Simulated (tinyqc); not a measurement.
Yield over energy: physical sputtering: collision-cascade yield, angular dependence, faceting and resputtering in deposition. Computed by tinyqc, a small Python program. Command: `OMP_NUM_THREADS=1 python tinyqc.py 3030539 3030540 out.jsonl sputter walk`. One thread of a shared host (Intel(R) Xeon(R) Processor @ 2.30GHz), about 0.01 s of CPU time with the checks.

Ions start collision cascades; atoms that reach the surface with more than U leave. The target is amorphous or fine-grained.

Inputs (values chosen for the exercise, modelled on krypton ions on cobalt):
```
quantity                  value     unit
ion Z1                       36        -
ion mass M1                83.8        u
target Z2                    27        -
target mass M2             58.9        u
surface binding energy U   4.39       eV
target density N           90.9   1/nm^3
fit factor Q               0.82        -
ion energy E                800       eV
current density J          0.28  mA/cm^2
```

Constants: e = 1.602176634e-19 C.

Method. gamma = 4 M1 M2/(M1 + M2)^2; threshold E_th = 6.7 U/gamma for M1 >= M2, else U (1 + 5.7 M1/M2)/gamma. eps = 0.03255 M2 E/(Z1 Z2 (M1 + M2) z), z = (Z1^(2/3) + Z2^(2/3))^(1/2), E in eV; s_n = 3.441 sqrt(eps) ln(eps + 2.718)/(1 + 6.355 sqrt(eps) + eps (6.882 sqrt(eps) - 1.708)); S_n = 84.78 Z1 Z2 M1 s_n/((M1 + M2) z) in eV angstrom^2; alpha = 0.249 (M2/M1)^0.56 + 0.0035 (M2/M1)^1.5 for M1 <= M2, else 0.0875 (M2/M1)^(-0.15) + 0.165 M2/M1; Y0 = 0.042 Q alpha S_n/U [1 - sqrt(E_th/E)]^2.5 (the electronic-loss factor of the full formula is dropped). Erosion rate = Y0 J/(e N); 1 cm^2 = 1e14 nm^2.

threshold E_th = 30.3367 eV

Normal incidence:
```
E (eV)         eps  S_n (eV angstrom^2)          Y0  Y0 per keV
50      1.5491e-04                430.6  1.6163e-02      0.3233
100     3.0983e-04                591.2  1.3061e-01      1.3061
200     6.1965e-04                803.0  3.8205e-01      1.9102
300     9.2948e-04                954.6  5.9899e-01      1.9966
500     1.5491e-03               1177.8  9.4880e-01      1.8976
1000    3.0983e-03               1541.0  1.5601e+00      1.5601
2000    6.1965e-03               1972.2  2.3195e+00      1.1597
5000    1.5491e-02               2627.8  3.5049e+00      0.7010
10000   3.0983e-02               3158.9  4.4787e+00      0.4479
30000   9.2948e-02               3955.0  5.9592e+00      0.1986
100000  3.0983e-01               4430.6  6.9265e+00      0.0693
```

What does the comparison show, and why?

The yield per keV peaks at 300 eV among these rows, 10 times the threshold, the most economical range for removing atoms. Y0 varies as E^3.01 between the first rows and as E^0.12 at the end, where nuclear stopping is flattening. Caution: the electronic-loss factor, dropped here, would lower the yields at the highest energies slightly.

Extremes, crossings and ranges named in words are read from the listed rows.
